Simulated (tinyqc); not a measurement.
Wafer bonding and layer transfer: bond energy, gap closing, particles, bonding of dissimilar wafers and hydrogen blisters: one step, computed by the program tinyqc. Command: `OMP_NUM_THREADS=1 python tinyqc.py 3012588 3012589 out.jsonl bond walk`. One thread of a shared host (Intel(R) Xeon(R) Processor @ 2.30GHz), about 0.01 s of CPU time with the checks.

gamma is the energy per area of each of the two surfaces; plates are isotropic, and both wafers have E1 and t1.

Task: Bond energy from the blade test. Two cantilevers opened by t_b: gamma = 3 t_b^2 E1 t1^3 E2 t2^3/(16 L^4 (E1 t1^3 + E2 t2^3)).

Inputs (values chosen for the exercise, for model wafers): Young's modulus E1 = 140 GPa; thickness t1 = 725 micrometre; blade thickness t_b = 150 micrometre; crack length L = 26.8 mm.

Pair: two equal wafers.

Give: bond energy gamma.

Result:

bond energy gamma = 0.2182 J/m^2

An error of 5 % in L changes gamma by about 20 %. This is the level of van der Waals or hydrogen bonds, as after contact at room temperature.
